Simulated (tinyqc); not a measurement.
# Magnetoresistance against angle

Conductance G = G0 (1 + P1 P2 cos(phi)) at low bias, phi the angle between the magnetisations, normalised to Rp = RA/area at phi = 0.

Parameters, values chosen for the exercise: diameter Dm = 57 nm; spin polarisation of the reference layer P1 = 0.55; spin polarisation of the free layer P2 = 0.53; resistance-area product, parallel state RA = 8.6 ohm um^2.

Result of one run:
```
phi (degree)	R (kohm)	R/Rp - 1 (%)	share of the full TMR (%)
160	5.9947	77.873	94.636
```

What becomes of these results when the angle phi is changed from 160 to 135 degree, all else the same?

Result of the changed run:
```
phi (degree)	R (kohm)	R/Rp - 1 (%)	share of the full TMR (%)
135	5.4828	62.682	76.176
```

The whole series:
```
phi (degree)	R (kohm)	R/Rp - 1 (%)	share of the full TMR (%)
0	3.3702	0	0
20	3.4167	1.3800	1.6770
45	3.6088	7.0788	8.6026
70	3.9580	17.441	21.196
90	4.3526	29.150	35.425
110	4.8347	43.452	52.806
135	5.4828	62.682	76.176
160	5.9947	77.873	94.636
180	6.1435	82.287	100.00
```

R rises from 3.37 to 6.14 kohm, TMR0 = 82.3 %. It is the conductance that follows cos(phi), so at 90 degrees R has covered only (1 - P1 P2)/2 = 35.4 % of its range.

Numbers from tinyqc (`OMP_NUM_THREADS=1 python tinyqc.py 2450057 2450058 out.jsonl`; about 0.01 s on one thread of a shared Intel Xeon 2.30GHz).
